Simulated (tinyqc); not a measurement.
Ballistic transport through the one-dimensional subbands of a rectangular nanowire or nanosheet channel: one step, computed by the program tinyqc.

Hard walls, parabolic subbands, transport along x. Energies are counted from the bulk conduction band edge at the top of the barrier, which the gate pulls down by U; the source Fermi level lies at the bulk edge when U = 0.

Problem. Subbands. E_pq = (hbar^2 pi^2/2)(p^2/(m_y b^2) + q^2/(m_z a^2)); m_x = m_y = m_z = m, degeneracy g = 1; the 10 lowest subbands are kept.

Inputs (values chosen for the exercise, modelled on GaN): mass m = 0.19 m_0; height a = 3.7 nm; width b = 5.2 nm.

Valleys: single isotropic valley.

Constants: hbar^2/(2 m_0) = 3.80998212 eV angstrom^2; k_B = 8.617333262e-05 eV/K.

Give: Subbands.

Solution.

Subbands:
```
valley axis  p  q  E (meV)  m_x (m_0)
-            1  1    217.8       0.19
-            2  1    437.3       0.19
-            1  2    651.5       0.19
-            3  1    803.3       0.19
-            2  2    871.0       0.19
-            3  2   1237.0       0.19
-            4  1   1315.6       0.19
-            1  3   1374.3       0.19
-            2  3   1593.9       0.19
-            4  2   1749.3       0.19
```
